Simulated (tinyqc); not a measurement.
Site energy and hopping from one surface Green function.

Inverse problem. A semi-infinite chain with site energy e0 and hopping -t has g_s = 1/(E - e0 - t^2 g_s). Inside the band |g_s| = 1/t and Re g_s = (E - e0)/(2 t^2). Find t and e0.

g_s at E = 0.44 eV = -0.13237311-0.34590688i 1/eV

Answer. t = 1/|g_s|, and e0 = E - 2 t^2 Re g_s.

t = 2.70 eV
e0 = 2.37 eV

Program tinyqc, `OMP_NUM_THREADS=1 python tinyqc.py 2680039 2680040 out.jsonl`; Intel Xeon 2.30GHz, shared host, one thread, about 0.07 s.
